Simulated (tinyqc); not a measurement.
# Grain growth, pinning, strength and diffusional creep of a polycrystal or thin film, step by step

A worked calculation. Computed by tinyqc, a small Python program that keeps every step. Command: `OMP_NUM_THREADS=1 python tinyqc.py 3029544 3029545 out.jsonl grain walk`. One thread of a shared host (Intel(R) Xeon(R) Processor @ 2.30GHz), about 0.01 s of CPU time with the checks. Intermediate numbers are printed to about 7 digits and carried at full precision; extremes and crossings named in words are read from the listed rows.

One mean grain size d describes the structure.

Inputs (values chosen for the exercise, for a model solid):
```
quantity,value,unit
shear modulus G,55.2,GPa
Burgers vector b,3.84,angstrom
atomic volume Omega,20.02,angstrom^3
boundary energy gamma,0.56,J/m^2
mobility prefactor M0,6.7e-05,m^4/(J s)
activation energy of boundary motion Q_m,3.36,eV
anneal temperature T,1418,K
anneal time t,540,s
initial grain size d0,200,nm
particle volume fraction f,0.0031,-
particle radius r,12,nm
film thickness h,1100,nm
surface energy gamma_s,1.8,J/m^2
friction stress sigma_0,310,MPa
Hall-Petch slope k_y,0.28,MPa m^0.5
lattice diffusion energy Q_l,4.21,eV
boundary diffusion energy Q_b,2.99,eV
lattice prefactor D0,9.9e-05,m^2/s
boundary prefactor delta D0b,2.8e-15,m^3/s
applied stress sigma,110,MPa
service temperature T_c,469,K
```

Sample: thin film on a substrate.

Constants: k_B = 8.617333262e-05 eV/K; k_B = 1.380649e-23 J/K.

## Mobility and the sizes at which growth stops

M = M0 exp(-Q_m/(k_B T)). The driving pressure is 2 gamma/d. Zener pinning pressure 3 f gamma/(2 r) stops growth at d_Z = 4 r/(3 f). Grooves where boundaries meet the surface have the angle theta = arcsin(gamma/(2 gamma_s)) and are taken to stop growth at d_h = h/(2 theta), a few film thicknesses; the limit is 1/d_lim = 1/d_Z + 1/d_h.

mobility M = 7.658544e-17 m^4/(J s)

Zener size d_Z = 5161.290 nm

groove angle theta = 0.1561898 rad

groove limit d_h = 3521.356 nm

limit d_lim = 2093.226 nm

The grooves set the tighter limit.

## Grain size after the anneal

dd/dt = 2 M gamma (1/d - 1/d_lim) integrates to 2 M gamma t = d_lim (d0 - d) + d_lim^2 ln[(d_lim - d0)/(d_lim - d)]; without pinning d^2 = d0^2 + 4 M gamma t.

size without pinning = 364.1947 nm

grain size d = 346.7091 nm

Pinning holds d to 95 % of the free value.

## Yield stress

Hall-Petch term k_y/sqrt(d). Orowan term 3.06 x 0.4 G b ln(2 rbar/b)/(pi lambda sqrt(1 - nu)) with nu = 1/3, rbar = sqrt(2/3) r, lambda = rbar (sqrt(pi/f) - 2). Film term (threading dislocation, matched substrate, the geometry of an fcc (111) film taken for all cases): 3.464 G b ln(2 h/b)/(4 pi (1 - nu) h). The terms are added to sigma_0.

Hall-Petch term = 475.5272 MPa

Orowan term = 136.0689 MPa

film term = 68.94772 MPa

yield stress = 990.5438 MPa

The largest term is the Hall-Petch one. The anneal changed the Hall-Petch term from 626 to 476 MPa. Caution: the grains are smaller than the film is thick, so they are not columnar, and the groove drag and film term are overstated.

## Diffusional creep at T_c

Nabarro-Herring rate = 14 sigma Omega D_l/(k_B T d^2), D_l = D0 exp(-Q_l/(k_B T)); Coble rate = 14 pi sigma Omega delta D_b/(k_B T d^3), delta D_b = delta D0b exp(-Q_b/(k_B T)); they are equal at d_x = pi delta D_b/D_l.

Nabarro-Herring rate = 2.257529e-36 1/s

Coble rate = 7.450948e-27 1/s

crossover size d_x = 1.144309e+09 micrometre

time to 1 % strain = 1.342111e+24 s

Boundary diffusion carries the creep, by a factor 3.3e9. Caution: the time to 1 % strain exceeds a century, so diffusional creep is negligible in practice. Caution: sigma Omega is not small against k_B T, as the linear creep laws assume.

## Strength against creep resistance

Hall-Petch term k_y/sqrt(d).

At T_c and sigma:
```
d (nm),Hall-Petch term (MPa),Nabarro-Herring (1/s),Coble (1/s),time to 1 % (s)
30,1616.581,3.015237e-34,1.150121e-23,8.694735e+20
100,885.438,2.713713e-35,3.105328e-25,3.220272e+22
300,511.208,3.015237e-36,1.150121e-26,8.694735e+23
1000,280.000,2.713713e-37,3.105328e-28,3.220272e+25
3000,161.658,3.015237e-38,1.150121e-29,8.694735e+26
10000,88.544,2.713713e-39,3.105328e-31,3.220272e+28
100000,28.000,2.713713e-41,3.105328e-34,3.220272e+31
```

From 100 micrometre to 30 nm grains the Hall-Petch term grows 58 times, while the time to 1 % strain shrinks by 10.6 decades. Coble creep rules in 7 of the seven rows (d_x is a millimetre or more). Fine grains resist slip but creep fast. The Hall-Petch value at 30 nm is at the edge of that law, and in a film grains much larger than h lose atoms to the surfaces instead.

## Growth with time

The formulas are those given above.

At T:
```
t (s),free growth (nm),pinned growth (nm),d/d_lim
77,230.672,227.723,0.1087905
260,290.867,281.806,0.1346274
770,414.843,390.773,0.1866845
2600,697.161,623.557,0.2978929
7700,1166.596,961.481,0.4593296
26000,2121.400,1474.042,0.7041965
77000,3639.980,1907.773,0.9114034
260000,6681.569,2088.496,0.9977402
```

The apparent exponent d ln d/d ln t of the pinned growth is at most about 0.40, below the ideal 1/2, and falls to 0.074 in the last rows: the initial size hides the law early and pinning hides it late.

Checks made by the program: d against numerical integration (relative difference 1e-09).
